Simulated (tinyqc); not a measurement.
Effect of the liquid interaction: binary melting diagram from solution models of liquid and solid. Computed by tinyqc, a small Python program. Command: `OMP_NUM_THREADS=1 python tinyqc.py 3017886 3017887 out.jsonl melt walk`. One thread of a shared host (Intel(R) Xeon(R) Processor @ 2.30GHz), about 0.01 s of CPU time with the checks.

x is the fraction of B. In a phase with interaction L: mu_A = G_A + R T ln(1 - x) + L x^2, mu_B = G_B + R T ln x + L (1 - x)^2. Melting: G(liquid) - G(solid) = H (1 - T/T_m) for each pure component.

Inputs (values chosen for the exercise, for a model alloy):
```
quantity             value    unit
melting point T_A     1355       K
melting point T_B     1055       K
heat of melting H_A   15.4  kJ/mol
heat of melting H_B   35.5  kJ/mol
```

Diagram: eutectic with pure solids.

Constants: R = 8.314462618 J/(mol K).

Method. Liquid against pure solid A: T = (H_A + L_L x^2)/(H_A/T_A - R ln(1 - x)); against pure solid B: T = (H_B + L_L (1 - x)^2)/(H_B/T_B - R ln x). The crossing is found anew for each L_L.

Eutectic point:
```
L_L (kJ/mol)      x_E  T_E (K)
-18.0         0.43941   737.12
-12.0         0.45139   792.01
-6.2          0.46850   844.69
-3.1          0.48141   872.60
0.0           0.49869   900.23
2.0           0.51331   917.84
4.0           0.53196   935.19
```

What does the comparison show, and why?

T_E rises from 737 to 935 K, 9.0 K per kJ/mol on average: attraction in the liquid stabilises it and deepens the eutectic. As attraction grows x_E moves from 0.532 to 0.439.

Extremes, crossings and ranges named in words are read from the listed rows.
